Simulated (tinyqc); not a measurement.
Thin (001) film in sp3s* tight binding with raised dangling bonds, step by step. Values are carried at full precision from step to step, so a last printed digit may differ when a step is redone from the rounded ones.

sp3s* tight binding, nearest neighbours only: anion (a) at 0, cation (c) at a/4 (1,1,1), orbitals s, px, py, pz, s* on each; k in units of 2 pi/a. With phases e_j = exp(i (pi/2) k.n_j) for n = (1,1,1), (1,-1,-1), (-1,1,-1), (-1,-1,1): g0 = (e1+e2+e3+e4)/4, g1 = (e1+e2-e3-e4)/4, g2 = (e1-e2+e3-e4)/4, g3 = (e1-e2-e3+e4)/4. The diagonal holds the levels Esa, Epa, Exa (s*) and Esc, Epc, Exc. Anion-cation block: <sa|sc> = Vss g0; <sa|xc> = Vsapc g1; <xa|sc> = -Vscpa g1; <xa|xc> = Vxx g0; <xa|yc> = <ya|xc> = Vxy g3, <xa|zc> = <za|xc> = Vxy g2, <ya|zc> = <za|yc> = Vxy g1; <s*a|xc> = Vxapc g1; <xa|s*c> = -Vpaxc g1; y and z take g2 and g3 in place of g1; s-s* and s*-s* vanish.

Values chosen for the exercise (out of a larger set: near a published set for SiC, fitted to gaps, whose masses and valley positions are rough; not measured data):
```
symbol  value                                                                                         unit  meaning
p       (-8.45, 2.125, -4.828, 4.34, 9.616, 9.318, -12.389, 3.037, 5.925, 9.508, 9.198, 8.71, 4.391)  eV    order Esa, Epa, Esc, Epc, Exa, Exc, Vss, Vxx, Vxy, Vsapc, Vscpa, Vxapc, Vpaxc
N       4                                                                                                   atomic planes in the small film
dl      5                                                                                             eV    shift of the dangling hybrids
```

## Bulk edges along [001]

Gap at Gamma and minimum on (0,0,kz), kz from 0.5 to 1, from the bulk Ev. States at zero in-plane momentum come from this line alone.

edges (eV): Gamma 5.8818, Delta 2.3251

kz of the minimum = 1.0000 2 pi/a

## The two blocks of the small film

Planes alternate anion (a), cation (c) along [001], a/4 apart, starting with an anion; zero in-plane momentum; levels counted from the bulk Ev, the lower root of [[Epa, Vxx], [Vxx, Epc]]; no spin-orbit coupling. Block of s, pz, s*: from an anion to the cation above, Vss/2 (s,s), Vsapc/2 (s,z), -Vscpa/2 (z,s), Vxx/2 (z,z), Vxapc/2 (s*,z), -Vpaxc/2 (z,s*); to the cation below the same with the s-z and s*-z signs reversed. Block of u = (px + py)/sqrt2 and v = (px - py)/sqrt2: to the cation above (Vxx + Vxy)/2 for u and (Vxx - Vxy)/2 for v, to the cation below the reverse. Each surface atom has two dangling sp3 hybrids; raising both by dl adds (dl/2) [[1, t], [t, 1]] to its s, pz levels (t = -1 at the bottom face, +1 at the top) and dl to the one of u, v in whose plane the missing bonds lie (v for a bottom anion or a top cation, u for a top anion).

Fill them in.

s, pz, s* block (eV), lower triangle:
```
,sa1,za1,*a1,sc2,zc2,*c2,sa3,za3,*a3,sc4,zc4,*c4
sa1,-5.950
za1,-2.500,4.625
*a1,0,0,9.616
sc2,-6.194,-4.599,0,-4.828
zc2,4.754,1.518,4.355,0,4.340
*c2,0,-2.196,0,0,0,9.318
sa3,0,0,0,-6.194,-4.754,0,-8.450
za3,0,0,0,4.599,1.518,2.196,0,2.125
*a3,0,0,0,0,-4.355,0,0,0,9.616
sc4,0,0,0,0,0,0,-6.194,-4.599,0,-2.328
zc4,0,0,0,0,0,0,4.754,1.518,4.355,2.500,6.840
*c4,0,0,0,0,0,0,0,-2.196,0,0,0,9.318
```

u, v block (eV), lower triangle:
```
,ua1,va1,uc2,vc2,ua3,va3,uc4,vc4
ua1,2.125
va1,0,7.125
uc2,4.481,0,4.340
vc2,0,-1.444,0,4.340
ua3,0,0,-1.444,0,2.125
va3,0,0,0,4.481,0,2.125
uc4,0,0,0,0,4.481,0,4.340
vc4,0,0,0,0,0,-1.444,0,9.340
```

## Levels of the small film

Diagonalise both blocks.

levels of the s, pz, s* block (eV): -17.651  -13.325  -6.444  2.156  3.722  5.002  5.514  6.637  9.702  11.345  11.787  15.797

levels of the u, v block (eV): -2.143  -1.592  -0.742  6.227  7.207  8.381  8.609  9.915

1 level lies between 0 and the bulk edge 2.325 eV: 2.156 eV.

## Checks

- Lowest conduction level of 201 planes, with the dangling hybrids shifted far away, against the bulk edge: both 2.325.

(tinyqc, `OMP_NUM_THREADS=1 python tinyqc.py 1480675 1480676 out.jsonl`, Intel(R) Xeon(R) Processor @ 2.30GHz, 1 thread, shared host, about 0.4 s.)
